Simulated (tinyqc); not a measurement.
# Lifetime from the low-frequency admittance

Inverse problem. At low frequency a p+-n diode with a base of width wb has C_diff/G = (tau/2)(1 - 2 x/sinh 2x), x = wb/sqrt(Dp tau). Find tau, x and the limit of C_diff/G for infinite lifetime, wb^2/(3 Dp).

Values chosen for this exercise:

| symbol | value | unit | meaning |
|---|---|---|---|
| Dp | 9 | cm^2/s | hole diffusion coefficient |
| wb | 2.9 | um | width of the neutral base |

G = 161.77502 S/cm^2
C_diff = 0.46953762 uF/cm^2

Solution. The ratio rises steadily with tau from tau/2 (long base) towards wb^2/(3 Dp) (short base), so one lifetime matches as long as the ratio is below that limit.

tau = 6.000e-8 s
x = 0.3946
limit of C_diff/G = 3.115e-9 s

tinyqc, about 0.01 s, one thread, Intel Xeon 2.30GHz (shared host): `OMP_NUM_THREADS=1 python tinyqc.py 2890103 2890104 out.jsonl`
